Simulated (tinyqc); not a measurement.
Inside a calculation. Method: tight binding, kagome lattice. Computed by tinyqc, a small Python program that keeps every step. Settings: t1 = 1.8, t2 = 1.7, delta = 0, bands filled = 2. Command: `OMP_NUM_THREADS=1 python tinyqc.py 23368 23369 out.jsonl` (the two numbers bound the seeds that draw the settings). One thread of a shared host (Intel(R) Xeon(R) Processor @ 2.60GHz), about 0.01 s of CPU time with the checks.

## Bloch Hamiltonian at k

Parameters chosen for this model:
```
parameter     value                unit
t1         1.800000    eV, up triangles
t2         1.700000  eV, down triangles
delta             0        eV on site C
```

k point k (fractions of the reciprocal vectors): [0.100000, 0.130000]

H_AB = -t1 - t2 exp(-i k.a1), H_AC = -t1 - t2 exp(-i k.a2), H_BC = -t1 - t2 exp(i k.(a1 - a2)), H_CC = delta.

H(k) at k (eV), order A, B, C:
```
[[0.000000, -3.175329+0.999235i, -2.963730+1.239247i],
 [-3.175329-0.999235i, 0.000000, -3.469888+0.318548i],
 [-2.963730-1.239247i, -3.469888-0.318548i, 0.000000]]
```

## Levels at k

Diagonalise the Hermitian matrix.

eigenvalues (eV): [-6.685049, 3.185049, 3.500000]

weights |c|^2 of the basis functions, order A, B, C:
```
[[0.323775, 0.642431, 0.033793],
 [0.341901, 0.056260, 0.601839],
 [0.334324, 0.301308, 0.364368]]
```

## Bloch Hamiltonian at K

k point K (fractions of the reciprocal vectors): [0.333333, 0.666667]

As before.

H(k) at K (eV), order A, B, C:
```
[[0.000000, -0.950000+1.472243i, -0.950000-1.472243i],
 [-0.950000-1.472243i, 0.000000, -0.950000+1.472243i],
 [-0.950000+1.472243i, -0.950000-1.472243i, 0.000000]]
```

## Levels at K

As before.

eigenvalues (eV): [-1.900000, -1.600000, 3.500000]

weights |c|^2 of the basis functions, order A, B, C:
```
[[0.333333, 0.333333, 0.333333],
 [0.333333, 0.333333, 0.333333],
 [0.333333, 0.333333, 0.333333]]
```

## Bands along a path

The same steps at evenly spaced points between the labelled ones.

Bands along the path (eV):
```
k             band 1     band 2    band 3
G          -7.000000   3.500000  3.500000
G-K 0.20   -6.697664   3.197664  3.500000
G-K 0.40   -5.843036   2.343036  3.500000
G-K 0.60   -4.584375   1.084375  3.500000
G-K 0.80   -3.141693  -0.358307  3.500000
K          -1.900000  -1.600000  3.500000
K-M 0.20   -2.360432  -1.139568  3.500000
K-M 0.40   -2.841474  -0.658526  3.500000
K-M 0.60   -3.204573  -0.295427  3.500000
K-M 0.80   -3.429545  -0.070455  3.500000
M          -3.505705   0.005705  3.500000
M-K' 0.20  -3.429545  -0.070455  3.500000
M-K' 0.40  -3.204573  -0.295427  3.500000
M-K' 0.60  -2.841474  -0.658526  3.500000
M-K' 0.80  -2.360432  -1.139568  3.500000
K'         -1.900000  -1.600000  3.500000
```

With 2 band(s) filled, the highest filled level on these points lies at G and the lowest empty one at G-K 0.60: the bands touch or overlap, so there is no gap.
